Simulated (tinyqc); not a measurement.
Carrier lifetime from Shockley-Read-Hall, radiative, Auger and surface recombination: one step, computed by the program tinyqc. Command: `OMP_NUM_THREADS=1 python tinyqc.py 3013383 3013384 out.jsonl lifetime walk`. One thread of a shared host (Intel(R) Xeon(R) Processor @ 2.30GHz), about 0.02 s of CPU time with the checks.

Energies are counted from the top of the valence band. Boltzmann statistics, full ionisation, and equal excess densities of electrons and holes.

Question. Lifetimes at the given injection. With n = n_0 + dn, p = p_0 + dn and U/dn = 1/tau: (n p - n_i^2)/dn = n_0 + p_0 + dn = s; 1/tau_SRH = s/[tau_p0 (n + n1) + tau_n0 (p + p1)]; 1/tau_rad = B s; 1/tau_Aug = (C_n n + C_p p) s; the rates add, with 1/tau_s. Radiative efficiency = tau_eff/tau_rad; effective diffusion length = sqrt(D tau_eff).

Inputs (values chosen for the exercise, with bands modelled on GaSb):
```
quantity,value,unit
temperature T,300,K
doping N,5.2e+14,cm^-3
radiative coefficient B,1e-10,cm^3/s
Auger coefficient C_n,3.1e-31,cm^6/s
Auger coefficient C_p,8.1e-32,cm^6/s
excess density dn,3.2e+14,cm^-3
diffusion coefficient D,6.4,cm^2/s
```

Doping: n-type. Surface term: two equal surfaces.

n_0 = 5.200013e+14 cm^-3

p_0 = 1.306013e+09 cm^-3

tau_p0 = 1.063639e-04 s

n1 = 2.571927e+09 cm^-3

tau_n0 = 4.904860e-04 s

p1 = 2.640544e+14 cm^-3

tau_s = 3.278995e-08 s

Give: tau_SRH at dn; tau_rad at dn; tau_Aug at dn; effective lifetime at dn; radiative efficiency at dn; effective diffusion length at dn.

Answer.

tau_SRH at dn = 4.474e-04 s

tau_rad at dn = 1.190e-05 s

tau_Aug at dn = 4.158 s

effective lifetime at dn = 3.270e-08 s

radiative efficiency at dn = 0.002747

effective diffusion length at dn = 4.575 micrometre

Caution: beyond low injection D should be the ambipolar coefficient.
